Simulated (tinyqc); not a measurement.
## MOSFET in saturation, small-signal circuit and noise: effect of the overlap and fringe capacitance per side on speed and noise

Bias by the inversion coefficient IC = I/Ispec (charge-based model with velocity saturation; weak inversion below 0.1, strong above 10). Common-source circuit: gm, gds, Cgs, Cgd and Cj at the inner nodes, Rg in series with the gate; quasi-static, no source or drain resistance, no gate-body capacitance, no substrate network, no induced gate noise, so fmax is an upper estimate.

Ispec = 2 n mu Cox (W/L) Vt^2, lc = Ls/L, gms = [sqrt((lc IC + 1)^2 + 4 IC) - 1]/[2 + lc (lc IC + 1)], gm = gms Ispec/(n Vt), gds = sg gm. qs = [sqrt(1 + 4 IC) - 1]/2, Cgs = Cox W L qs (2 qs + 3)/(3 (qs + 1)^2) + Cov W, Cgd = Cov W, Cd = Cj W, Rg = Rsh (Wf/L)/(12 Nf) + Rc/W with Nf = W/Wf fingers (not rounded) contacted at both ends. fT = gm/(2 pi (Cgs + Cgd)), fmax = fT/(2 sqrt(Rg (gds + 2 pi fT Cgd))). Channel noise Sid = 4 kB T gam n gm with gam = (1/2 + (2/3) qs)/(1 + qs) + gw lc IC, qs = [sqrt(1 + 4 IC) - 1]/2, lc = Ls/L (the last term an empirical rise with velocity saturation); at the gate, white noise Sw = Sid/gm^2 + 4 kB T Rg. Number fluctuation with correlated mobility: S(f) = K/f, K = q^2 Vt lt Nt/(W L Cox^2) (1 + ac mu Cox I/gm)^2, Vt in eV with Nt per eV. Corner fc = K/Sw. IC is held fixed.

Values chosen for this exercise:

| symbol | value | unit | meaning |
|---|---|---|---|
| T | 300 | K | temperature |
| L | 90 | nm | gate length |
| W | 40 | um | total gate width |
| Cox | 1.33 | uF/cm^2 | gate capacitance |
| mu | 190 | cm^2/(V s) | mobility |
| n | 1.32 |  | slope factor |
| Ls | 15 | nm | velocity-saturation length |
| sg | 0.061 |  | ratio gds/gm |
| Cj | 0.71 | fF/um | drain junction capacitance |
| Rsh | 5 | ohm | sheet resistance of the gate |
| Wf | 1 | um | finger width |
| Rc | 200 | ohm um | gate contact and vertical resistance |
| IC | 23 |  | inversion coefficient |
| gw | 0.15 |  | short-channel excess of the noise factor |
| Nt | 9.4e16 | cm^-3 eV^-1 | oxide trap density |
| lt | 0.1 | nm | tunnelling length into the oxide |
| ac | 1000 | V s/C | Coulomb scattering coefficient |

Constants: q = 1.602176634e-19 C, kB = 1.380649e-23 J/K, Vt = kB T/q. Results are converted to the units shown.

The same in every row: I (uA) = 4558; Rg (ohm) = 5.116; sqrt(Sw) (nV/Hz^0.5) = 1.182; fc (MHz) = 7.832.

Effect of the overlap and fringe capacitance per side on speed and noise:
```
Cov (fF/um)  fT (GHz)  fmax (GHz)
0.05            99.17       440.6
0.15            79.51       270.3
0.25            66.35       199.6
0.35            56.94       159.4
0.45            49.86       133.0
0.55            44.35       114.3
0.65            39.93       100.3
```

What does the comparison show?

As Cov goes from 0.05 to 0.65 fF/um, fT falls from 99.2 to 39.9 GHz, fmax falls from 441 to 100 GHz, the white noise stays at 1.18 nV/Hz^0.5 and the corner stays at 7.83 MHz. At Cov = 0.05 fF/um fmax exceeds 4 fT, where channel resistance and substrate losses, left out here, would cap it.

Program tinyqc, `OMP_NUM_THREADS=1 python tinyqc.py 2150111 2150112 out.jsonl`; Intel Xeon 2.30GHz, shared host, one thread, about 0.01 s.
